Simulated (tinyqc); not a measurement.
Short-channel transistor, virtual-source model with series resistance: one step of the calculation.

The current per gate width is the charge at the top of the source barrier (the virtual source) times its velocity times a saturation function; al and be are fitting constants of the model. Units: I in uA/um, Rs in ohm um, so I Rs = 1e-6 I Rs in volts; Q in uC/cm^2, so I = 1e-4 Q vx0 Fsat with vx0 in cm/s.

Task. Current through the series resistance. Intrinsic voltages Vg' = Vgs - I Rs, Vd' = Vds - 2 I Rs. n = n0 + nd Vd', VT = VT0 - dl Vd', Ff = 1/(1 + exp((Vg' - VT + al Vt/2)/(al Vt))), Q = Cinv n Vt ln(1 + exp((Vg' - VT + al Vt Ff)/(n Vt))), Vdsat = (vx0 L/mu)(1 - Ff) + Vt Ff, Fsat = u/(1 + u^be)^(1/be) with u = Vd'/Vdsat, and I(out) = Q vx0 Fsat per width. (Fsat takes the sign of u.) I(new) = I + 0.5 (I(out) - I).

Inputs (values chosen for the exercise): temperature T = 293 K; inversion capacitance Cinv = 1.72 uF/cm^2; velocity at the virtual source vx0 = 1.97e7 cm/s; apparent mobility mu = 290 cm^2/(V s); channel length L = 16 nm; threshold at zero drain voltage VT0 = 0.336 V; drain-induced barrier lowering dl = 0.09 V/V; subthreshold factor n0 = 1.24; growth of n with drain voltage nd = 0 1/V; threshold shift (in units of Vt) from weak to strong inversion al = 3.5; sharpness of saturation be = 1.8; series resistance of each contact Rs = 120 ohm um; gate voltage Vgs = 1 V; drain voltage Vds = 1 V.

Constants: q = 1.602176634e-19 C, kB = 1.380649e-23 J/K, Vt = kB T/q. Results are converted to the units shown.

I at the start = 0 uA/um

Find: Vg'; Vd'; VT; Ff; Q; Vdsat; Fsat; I(out); I after iteration 1.

Result.

Vg' = 1.0000 V
Vd' = 1.0000 V
VT = 0.24600 V
Ff = 1.1948e-4
Q = 1.2969 uC/cm^2
Vdsat = 0.10868 V
Fsat = 0.98992
I(out) = 2529.1 uA/um
I after iteration 1 = 1264.6 uA/um

Computed by the program tinyqc: `OMP_NUM_THREADS=1 python tinyqc.py 2380165 2380166 out.jsonl`, one thread of a shared Intel Xeon 2.30GHz, about 0.02 s for the whole run.
